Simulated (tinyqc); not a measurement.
Inside a calculation. Model: donor in an ellipsoidal valley (Kohn-Luttinger variational method). Computed by tinyqc, a small Python program that keeps every step. Command: `OMP_NUM_THREADS=1 python tinyqc.py 3024175 3024176 out.jsonl kohnlutt walk`. One thread of a shared host (Intel(R) Xeon(R) Processor @ 2.30GHz), about 0.03 s of CPU time with the checks. Intermediate numbers are printed to about 6 digits and carried at full precision; extremes and crossings named in words are read from the listed rows.

H = -(d^2/dx^2 + d^2/dy^2) - gamma d^2/dz^2 - 2/r in units built on m_t, with gamma = m_t/m_l and z along the valley axis. One valley; no valley-orbit or central-cell term.

Inputs (values chosen for the exercise, modelled on 3C-SiC):

| quantity | value | unit |
|---|---|---|
| transverse mass m_t | 0.244 | m_0 |
| longitudinal mass m_l | 0.695 | m_0 |
| dielectric constant eps | 9.65 | - |
| trial ratio b/a | 0.55 | - |
| observed depth chosen for 1s | 106 | meV |

Constants: Ry = 13.605693123 eV; a_0 = 0.529177210903 angstrom; h x 1 THz = 4.135667696 meV.

## Effective units

Ry* = Ry m_t/eps^2, a* = a_0 eps/m_t, gamma = m_t/m_l.

Ry* = 35.6497 meV

a* = 20.9285 angstrom

gamma = 0.351079

## Energy at a trial ratio

Trial function exp(-sqrt((x^2 + y^2)/a^2 + z^2/b^2)) with beta = b/a < 1: E = t/a^2 - u/a, t = (2 + gamma/beta^2)/3, u = 2 arcsin(sqrt(1 - beta^2))/sqrt(1 - beta^2); the best a is 2 t/u and E(beta) = -u^2/(4 t).

t = 1.05353

u = 2.36704

best a = 0.890169 a*

E(beta) = -1.32954 Ry*

## Minimum over the ratio

Golden-section search on beta from 0.05 to 0.999, 60 steps.

Search, first ten steps; c and d are the inner points:

| step | low | high | c | E(c) (Ry*) | d | E(d) (Ry*) |
|---|---|---|---|---|---|---|
| 1 | 0.050000 | 0.999000 | 0.412486 | -1.16763 | 0.636514 | -1.36501 |
| 2 | 0.412486 | 0.999000 | 0.636514 | -1.36501 | 0.774971 | -1.36012 |
| 3 | 0.412486 | 0.774971 | 0.550943 | -1.33015 | 0.636514 | -1.36501 |
| 4 | 0.550943 | 0.774971 | 0.636514 | -1.36501 | 0.689400 | -1.37012 |
| 5 | 0.636514 | 0.774971 | 0.689400 | -1.37012 | 0.722086 | -1.36858 |
| 6 | 0.636514 | 0.722086 | 0.669200 | -1.36938 | 0.689400 | -1.37012 |
| 7 | 0.669200 | 0.722086 | 0.689400 | -1.37012 | 0.701885 | -1.36991 |
| 8 | 0.669200 | 0.701885 | 0.681684 | -1.37001 | 0.689400 | -1.37012 |
| 9 | 0.681684 | 0.701885 | 0.689400 | -1.37012 | 0.694169 | -1.37010 |
| 10 | 0.681684 | 0.694169 | 0.686453 | -1.37010 | 0.689400 | -1.37012 |

best beta = 0.690289

radius a of the 1s trial function = 17.0773 angstrom

radius b of the 1s trial function = 11.7882 angstrom

1s binding energy, trial function = 48.8446 meV

The envelope is flattened along the heavy axis; beta is close to gamma^(1/3) = 0.705.

## Levels from a Gaussian basis

Gaussian basis: g = P exp(-al (x^2 + y^2) - be z^2) with P = 1 (s-like), z (2p0) or x (2p+-); al = 0.004 x 2.6^k, k = 0..11, and be/al = 1, gamma^(-1/2) or 1/gamma (36 functions); 1/r = (2/sqrt(pi)) int exp(-t^2 r^2) dt by 48 Gauss-Legendre points after t = sqrt(al_i + al_j) tan(theta); overlap eigenvalues below 1e-10 are dropped.

1s binding energy, Gaussian basis = 48.8713 meV

2p0 binding energy = 15.9241 meV

2p+- binding energy = 10.6682 meV

The two-parameter trial function recovers 99.95 % of the 1s binding of the larger basis. 2p0, with its lobes along the heavy axis, is bound 1.49 times as strongly as 2p+-.

## Optical lines and the chemical shift

With an observed depth of 1s, the lines are 1s -> 2p0 = depth - E(2p0) and 1s -> 2p+- = depth - E(2p+-); the chemical shift is depth - E(1s, Gaussian basis); 1 meV = 1 THz/4.135667696.

line 1s -> 2p0 = 90.0759 meV

line 1s -> 2p+- = 95.3318 meV

chemical shift = 57.1287 meV

frequency of the line 1s -> 2p+- = 23.0511 THz

The spacing of the two lines, 5.256 meV, does not depend on the depth, so it is the same for every donor in this host.

## Which single mass stands for the valley

A hydrogenic level is Ry m/eps^2 for one mass m; errors are against the Gaussian basis.

1s binding energy:

| rule | mass (m_0) | binding (meV) | error (%) |
|---|---|---|---|
| transverse mass | 0.244000 | 35.650 | -27.054 |
| conductivity mass 3/(2/m_t + 1/m_l) | 0.311346 | 45.489 | -6.920 |
| density-of-states mass (m_t^2 m_l)^(1/3) | 0.345877 | 50.534 | 3.403 |
| longitudinal mass | 0.695000 | 101.543 | 107.777 |
| trial function with a and b | - | 48.845 | -0.055 |
| mass that fits 1s | 0.334494 | 48.871 | 0.000 |

The conductivity mass, which is what a spherical trial function (a = b) gives, falls short by 6.9 %, as a restricted variational bound must; the density-of-states mass is off by +3.4 %. The mass that fits lies between the two.

## Levels against anisotropy

The trial energy is minimised over beta by golden section from 0.05 to 0.999, 60 steps.

Binding energies (Ry*):

| gamma | 1s, trial | 1s, Gaussians | 2p0 | 2p+- |
|---|---|---|---|---|
| 0.088 | 1.88580 | 1.89249 | 0.831581 | 0.351667 |
| 0.180 | 1.61933 | 1.62198 | 0.615398 | 0.326567 |
| 0.350 | 1.37126 | 1.37202 | 0.447382 | 0.299385 |
| 0.500 | 1.24111 | 1.24138 | 0.371110 | 0.283394 |
| 0.530 | 1.22017 | 1.22038 | 0.359567 | 0.280696 |
| 0.710 | 1.11680 | 1.11683 | 0.305476 | 0.266835 |
| 0.900 | 1.03538 | 1.03536 | 0.266182 | 0.255235 |

As gamma falls from 0.9 to 0.088, 1s deepens from 1.035 to 1.892 Ry*, on the way from the hydrogen value 1 to the two-dimensional limit 4; 2p+- moves from 0.255 to 0.352 (limits 1/4 and 4/9), while 2p0 climbs from 0.266 to 0.832 and joins 1s as gamma tends to 0. Near gamma = 1 the trial function is almost exact and can pass the Gaussian basis, whose own error is about 3e-5 Ry*.

Checks made by the program: the Gaussian basis at gamma = 1 against 1, 1/4 and 1/4 Ry* (relative difference 3e-05); trial function against Gaussian basis (relative difference 5e-04).
